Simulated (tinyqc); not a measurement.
Thin-film optics by transfer matrices: sweeps and comparisons. A value that a table varies takes the place of the one given here.

Indices N = n + i k. Snell: N0 sin(theta) = N_j sin(theta_j), with Im(N_j cos theta_j) >= 0. Admittance y_j = N_j cos theta_j for s and N_j/cos theta_j for p. Phase delta_j = 2 pi N_j cos theta_j d_j/lambda. Layer matrix [[cos delta, -i sin delta/y], [-i y sin delta, cos delta]], multiplied from the top down to M. (B, C) = M (1, y_sub); r = (y0 B - C)/(y0 B + C), R = |r|^2, T = 4 Re y0 Re y_sub/|y0 B + C|^2, absorbed in the films 1 - R - T.

Ellipsometry: rho = tan(Psi) exp(i Delta) = -conj(r_p/r_s) with the r of the admittance formula, Delta in 0 to 360 degrees, so that a bare dielectric at small angles gives Delta = 180.

Values chosen for the exercise (indices near those of SiO2 on Si; shifted at random, so the results belong to these values and not to a real crystal):
```
symbol  value           unit     meaning
lam     633             nm       vacuum wavelength
n0      1                        ambient index
n       (1.434, 3.921)           n of SiO2, substrate
k       (0, 0.02)                k in the same order
d       (21.7)          nm       thicknesses, top first
theta   75              degrees  angle of incidence
pol     s                        polarisation
```

## Swing curve: thickness of the top film

The first entry of d takes the values listed.

Stack:
```
d_1 (nm)       R       T  absorbed
21.7      0.7514  0.2486    0.0000
71.5      0.6291  0.3709    0.0000
121.2     0.2138  0.7862    0.0000
171.0     0.1450  0.8550    0.0000
220.8     0.5993  0.4007    0.0000
270.5     0.7449  0.2551    0.0000
320.3     0.7514  0.2486    0.0000
370.1     0.6292  0.3708    0.0000
419.9     0.2128  0.7872    0.0000
469.6     0.1448  0.8552    0.0000
519.4     0.5992  0.4008    0.0000
569.2     0.7450  0.2550    0.0000
618.9     0.7514  0.2486    0.0000
```

How do the results move?

R swings between 0.1448 and 0.7514 on these points. The period is lambda/(2 Re(N_1 cos theta_1)) = 298.6 nm, six rows. The film does not absorb, so the swing repeats exactly. The swing ratio (max - min)/mean is 1.14.

## Angle of incidence

Both polarisations.

Stack:
```
theta (degrees)     R_s     R_p    Psi   Delta
0                0.3347  0.3347  45.00  180.00
15               0.3472  0.3234  43.98  179.18
30               0.3867  0.2873  40.76  176.51
45               0.4595  0.2202  34.69  171.05
55               0.5316  0.1551  28.37  164.13
60               0.5763  0.1171  24.27  158.28
65               0.6274  0.0782  19.45  148.61
70               0.6856  0.0445  14.29  129.29
75               0.7514  0.0309  11.47   86.67
80               0.8254  0.0763  16.91   39.19
85               0.9082  0.2873  29.36   14.93
```

What can be read from the table?

R_s and R_p agree at normal incidence (0.3347). R_p is lowest at 75 degrees of those listed (0.0309), where R_s = 0.7514; the top face alone would stop reflecting p light at arctan(n/n0) = 55.1 degrees, while the layers and the substrate below set where the minimum falls. R_s rises steadily with the angle.

## Sensitivity of the reflectance

R for both polarisations. Each row changes one parameter from the base and keeps the others.

Results:
```
case                   R_s     R_p     T_s
base                0.7514  0.0309  0.2486
d = (26.7) nm       0.7462  0.0453  0.2538
n = (1.463, 3.921)  0.7507  0.0327  0.2493
k = (0, 0.032)      0.7513  0.0314  0.2487
lam = 638 nm        0.7516  0.0305  0.2484
theta = 80 degrees  0.8254  0.0763  0.1746
```

What can be read from the table?

The largest shifts from the base row, up to three for each result and ties (the steps differ in size, so this ranks the rows, not the parameters). R_s: theta +0.0740, d -0.0052, n -0.0007. R_p: theta +0.0454, d +0.0143, n +0.0017. T_s: theta -0.0740, d +0.0052, n +0.0007.

Run: tinyqc, `OMP_NUM_THREADS=1 python tinyqc.py 1682688 1682689 out.jsonl`; Intel(R) Xeon(R) Processor @ 2.30GHz, one thread, shared host; about 0.02 s of CPU time with all checks.
